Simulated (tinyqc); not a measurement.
Deal-Grove kinetics of thermal oxidation of silicon: one step, computed by the program tinyqc.

Oxidant diffuses through the oxide and reacts at the interface, so that dx/dt = B/(A + 2x) for the oxide thickness x.

Question. Thickness after the oxidation. tau = (x_i^2 + A x_i)/B and x = (A/2) [sqrt(1 + 4 B (t + tau)/A^2) - 1], the root of x^2 + A x = B (t + tau). Silicon consumed is 0.44 times the oxide grown; the rate is B/(A + 2x).

Inputs (values chosen for the exercise, close to those used for silicon): temperature T = 925 C; initial oxide x_i = 0.05 um; time t = 2.4 h.

Ambient: dry oxygen. Surface: (100).

length A = 0.5994086 um

parabolic constant B = 0.006703543 um^2/h

Give: tau; oxide thickness x; silicon consumed; final growth rate.

Answer.

tau = 4.8438 h

oxide thickness x = 0.072292 um

silicon consumed = 0.0098087 um

final growth rate = 0.0090102 um/h

2x/A = 0.241: the interface reaction limits the rate.
